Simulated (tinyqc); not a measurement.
# Octagonal on-chip spiral inductor, lumped pi model: what changes with what

Outer diameter do = di + 2 n wd + 2 (n - 1) sp, mean da = (do + di)/2, fill p = (do - di)/(do + di), length l = 3.314 n da. L = 2.25 mu0 n^2 da/(1 + 3.55 p), mu0 = 4 pi 1e-7 H/m. Rs = rho l/(wd delta (1 - exp(-th/delta))), delta = sqrt(rho/(pi f mu0)). Cs = n wd^2 eps0 eo/hu across the coil. At each end Cox = l wd eps0 eo/(2 ho) leads to the substrate branch Rsi = 2 rs he/(l wd) in parallel with Csi = l wd eps0 11.7/(2 he). With one end grounded Y = 1/(Rs + i w L) + i w Cs + 1/[1/(i w Cox) + 1/(1/Rsi + i w Csi)], w = 2 pi f; Q = -Im Y/Re Y. Eddy currents in neighbouring turns and in the substrate are left out.

Values chosen for this exercise; values of the order met in silicon radio-frequency processes:
```
symbol,value,unit,meaning
n,2.5,,number of turns
wd,15,um,line width
sp,3,um,space between turns
di,100,um,inner diameter
th,3,um,metal thickness
rho,3,uohm cm,metal resistivity
ho,9.4,um,oxide below the coil
hu,1,um,oxide between coil and underpass
eo,3,,relative permittivity of the oxide
rs,100,ohm cm,substrate resistivity
he,50,um,effective spreading depth in the substrate
f,3.2,GHz,frequency
```

Constants: eps0 = 8.8541878128e-12 F/m. Results are converted to the units shown.

Each table varies one quantity; the others keep the values above.

## Quality factor against frequency

Apparent inductance Im(1/Y)/w; share of the loss Re(substrate branch)/Re Y.

Quality factor against frequency:
```
f (GHz)	Rs (ohm)	w L/Rs	Q	apparent inductance (nH)	loss in the substrate (%)
0.47	1.1129	3.2480	3.2458	1.2244	0.025922
0.78	1.2207	4.9144	4.9045	1.2251	0.10634
1.3	1.3691	7.3031	7.2605	1.2267	0.34840
2.1	1.5590	10.360	10.208	1.2308	0.89730
3.4	1.8183	14.381	13.874	1.2418	2.0967
5.5	2.1709	19.486	17.895	1.2713	4.5693
9.1	2.6752	26.162	21.209	1.3627	9.6801
15	3.3554	34.383	20.146	1.6919	18.882
24	4.2019	43.930	8.6253	4.1692	32.261
```

Q goes from 3.25 through a maximum of 21.2 (at f = 9.1 GHz among the rows listed) to 8.63; the exact peak is 21.6 at 11.0 GHz and Q reaches zero at the self-resonance, 28.5 GHz. The share of the substrate rises from 0.0259 to 32.3 %, and the apparent inductance ends at 3.41 times L. At the peak the substrate takes 12.7 % of the loss. For f = 24 the coil is longer than 0.15 of a wavelength in the oxide, where one lumped section is rough.

## Effect of the number of turns

Same model as above.

Peak Q and its frequency from a search over f; self-resonance where Im Y = 0; Q at the given f (negative beyond resonance).

Results:
```
n	L (nH)	do (um)	peak Q	f of the peak (GHz)	self-resonance (GHz)	Q at f
1.5	0.4676	148.0	25.35	25.13	61.13	10.02
2.5	1.224	184.0	21.61	11.03	28.48	13.38
3.5	2.377	220.0	18.26	6.157	16.83	15.27
4.5	3.988	256.0	15.46	3.858	11.18	15.18
5.5	6.121	292.0	13.20	2.589	7.965	12.83
8.5	16.32	400.0	9.039	1.005	3.647	1.570
```

Estimate the missing row, n = 6.5.

Computed row:
```
n	L (nH)	do (um)	peak Q	f of the peak (GHz)	self-resonance (GHz)	Q at f
6.5	8.842	328.0	11.43	1.821	5.951	8.967
```

With this row back in the table: As n goes from 1.5 to 8.5, L rises from 0.468 to 16.3 nH, the peak Q falls from 25.4 to 9.04, its frequency falls from 25.1 to 1.00 GHz and the self-resonance falls from 61.1 to 3.65 GHz.

Program tinyqc, `OMP_NUM_THREADS=1 python tinyqc.py 2302028 2302029 out.jsonl`; Intel Xeon 2.30GHz, shared host, one thread, about 0.01 s.
